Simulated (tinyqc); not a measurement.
Two-mode optical phonons of a ternary alloy from two coupled oscillators: one step, computed by the program tinyqc. Command: `OMP_NUM_THREADS=1 python tinyqc.py 3006110 3006111 out.jsonl twomode walk`. One thread of a shared host (Intel(R) Xeon(R) Processor @ 2.30GHz), about 0.01 s of CPU time with the checks.

An alloy A(x)B(1-x)C has an A-C and a B-C bond oscillator. Each TO frequency moves linearly from the impurity mode (dilute end) to the TO of the pure crystal; each strength is proportional to the number of bonds.

Task: Share of the polar coupling. eps(omega) = eps_inf + W_1/(omega_1^2 - omega^2) + W_2/(omega_2^2 - omega^2) = 0 is the eigenproblem of the matrix [[omega_1^2 + W_1/eps_inf, sqrt(W_1 W_2)/eps_inf], [sqrt(W_1 W_2)/eps_inf, omega_2^2 + W_2/eps_inf]] for omega_LO^2. The polar coupling of mode j is c_j = (u_j . sqrt(W))^2/(eps_inf^2 omega_j^2), u_j its eigenvector and omega_j here its LO frequency; the c_j add up to 1/eps_inf - 1/eps_s. Froehlich constant alpha_j = (e^2/(4 pi eps_0)) c_j k_j/(2 E_j), E_j = h c omega_j, k_j = sqrt(m* E_j/(hbar^2/(2 m_0))).

Inputs (values chosen for the exercise, modelled on In(x)Ga(1-x)As, with A-C the InAs-like and B-C the GaAs-like bond): electron mass m* = 0.15 m_0.

omega_1 (A-C, TO) = 226.496 1/cm

omega_2 (B-C, TO) = 258.102 1/cm

eps_inf = 11.411

W_1 = 51934.31 1/cm^2

W_2 = 66222.27 1/cm^2

Constants: e^2/(4 pi eps_0) = 14.39964548 eV angstrom; hbar^2/(2 m_0) = 3.80998212 eV angstrom^2; 1 THz = 33.35640952 1/cm; h x 1 THz = 4.135667696 meV.

Give: c_j, lower and upper mode; share of the upper mode; alpha_j, lower and upper mode.

Result:

c_j, lower and upper mode: [0.003120, 0.009985]

share of the upper mode = 0.7620

alpha_j, lower and upper mode: [0.02621, 0.07770]
